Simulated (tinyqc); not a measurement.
# AlGaN/GaN HEMT with access regions, lumped model: several studies

A polarisation-induced electron sheet under a Schottky gate, in series with two ungated access regions and contacts. Drift law v = mu E/(1 + mu E/vs) under the gate. Currents in mA/mm, resistances in ohm mm. No self-heating, no channel-length modulation; fits for polarisation, barrier and offset are chosen for the exercise.

Values chosen for this exercise; values close to those of AlGaN/GaN structures:
- x = 0.24 (aluminium share of the barrier)
- d = 30 nm (barrier thickness)
- eps_r = 9.3 (relative permittivity of barrier and channel)
- mu = 1400 cm^2/(V s) (channel mobility)
- vs = 1.4e7 cm/s (saturation velocity)
- Lg = 1 um (gate length)
- Ls = 0.5 um (source access length)
- Ld = 16 um (drain access length)
- Rc = 0.3 ohm mm (resistance of each contact)
- ft = 0 (share of the drain-access electrons removed by traps)
- Vg = 0 V (gate voltage)
- Ec = 2.7 MV/cm (critical field)
- te = 0.38 um (depth over which the depleted charge spreads)
- tf = 50 nm (insulator under the field plate)
- ei = 3.9 (relative permittivity of that insulator)

Constants: q = 1.602176634e-19 C, eps0 = 8.8541878128e-14 F/cm where lengths are in cm. Results are converted to the units shown.

Each table varies one quantity; the others keep the values above.

## Effect of the barrier thickness

sigma = (5e13 x + 1.6e13 x^2) cm^-2, phiB = 0.84 + 1.3 x, dEc = 0.7 (1.71 x + x^2) in volts, Cb = eps0 eps_r/d, VT = phiB - dEc - q sigma/Cb, access density n0 = -Cb VT/q. Access resistance R(L, n) = L/(q mu n sqrt(1 - (I/(q n vs))^2)); Rs = Rc + R(Ls, n0), Rd = Rc + R(Ld, (1 - ft) n0). Vg' = Vg - I Rs, Vd' = Vd - I (Rs + Rd); with u = Vg' - VT, Vc = vs Lg/mu and w the smaller of Vd' and Vc [sqrt(1 + 2 u/Vc) - 1] (0 if negative), the channel gives (mu Cb/Lg)(u w - w^2/2)/(1 + w/Vc). I equals that channel current. Isat is I at Vd = 10 V, gm = dIsat/dVg, Ron the limit of Vd/I at small Vd.

Effect of the barrier thickness:
```
d (nm)  VT (V)  n0 (cm^-2)  Ron (ohm mm)  Isat (mA/mm)  gm (mS/mm)
8       -1.187    7.625e12         10.83         366.4       438.4
11      -1.941    9.070e12         9.202         585.3       410.4
14      -2.695    9.895e12         8.485         761.3       373.2
18      -3.701    1.057e13         7.983         947.3       328.6
22      -4.707    1.100e13         7.695          1064       123.9
27      -5.964    1.135e13         7.472          1122       59.88
33      -7.472    1.164e13         7.304          1161       37.43
```

Read the table: what changes, and by how much?

As d goes from 8 to 33 nm, Ron falls from 10.8 to 7.30 ohm mm, Isat rises from 366 to 1160 mA/mm and gm falls from 438 to 37.4 mS/mm. VT falls from -1.19 to -7.47 V. For d = 11 to 33 nm the power passes 5 W/mm, where self-heating, left out here, lowers the current. For d = 22 to 33 nm the gated channel is not yet saturated at 10 V, because the access regions take the voltage, and gm drops.

## Effect of the gate length

Same model as above.

The same in every row: VT (V) = -6.718; n0 (cm^-2) = 1.151e13.

Results:
```
Lg (um)  Ron (ohm mm)  Isat (mA/mm)  gm (mS/mm)
0.05            7.011          1256       2.097
0.09            7.026          1251       3.795
0.16            7.053          1243       6.808
0.52            7.193          1201       23.04
0.93            7.352          1152       42.61
1.7             7.650          1062       79.88
3               8.154         920.4       133.3
```

Estimate the missing row, Lg = 0.29 um.

Computed row:
```
Lg (um)  Ron (ohm mm)  Isat (mA/mm)  gm (mS/mm)
0.29            7.104          1228       12.54
```

With this row back in the table: As Lg goes from 0.05 to 3 um, Ron rises from 7.01 to 8.15 ohm mm, Isat falls from 1260 to 920 mA/mm and gm rises from 2.10 to 133 mS/mm. The ceiling Cb vs is 384 mS/mm. In every row the power passes 5 W/mm, where self-heating, left out here, lowers the current. In every row the gated channel is not yet saturated at 10 V, because the access regions take the voltage, and gm drops.

## Field plate: effect of the aluminium share of the barrier

Off state: a depleted stretch that holds the voltage V has the peak field sqrt(k V), k = 2 q n0/(eps0 eps_r te), so one edge holds V1 = Ec^2/k. The sheet under the plate pinches off at Vf = q n0 (1/Cb + tf/(eps0 ei)); beyond it the gate edge is screened. BV = V1 if Vf >= V1, else Vf + V1, and at most Ec Ld.

The same in every row: Ec Ld (V) = 4320.

Result of one run:
```
x     Vf (V)  V1 (V)  BV (V)
0.34   50.78   40.70   40.70
```

What becomes of these results when the aluminium share of the barrier x is changed from 0.34 to 0.38, all else the same?

Result of the changed run:
```
x     Vf (V)  V1 (V)  BV (V)
0.38   58.01   35.63   35.63
```

The whole series:
```
x     Vf (V)  V1 (V)  BV (V)
0.14   17.05   121.2   138.3
0.18   23.48   88.03   111.5
0.22   30.07   68.75   98.82
0.26   36.81   56.15   92.96
0.3    43.72   47.28   91.00
0.34   50.78   40.70   40.70
0.38   58.01   35.63   35.63
```

BV falls from 138 to 35.6 V. The plate helps (Vf < V1) in 5 of the 7 rows, and the access length caps BV in 0. More sheet charge lowers Ron but steepens the field, so V1 falls. For x = 0.34 to 0.38 the barrier is thick and rich enough in aluminium to relax or crack.

Program tinyqc, `OMP_NUM_THREADS=1 python tinyqc.py 2570143 2570144 out.jsonl`; Intel Xeon 2.30GHz, shared host, one thread, about 0.03 s.
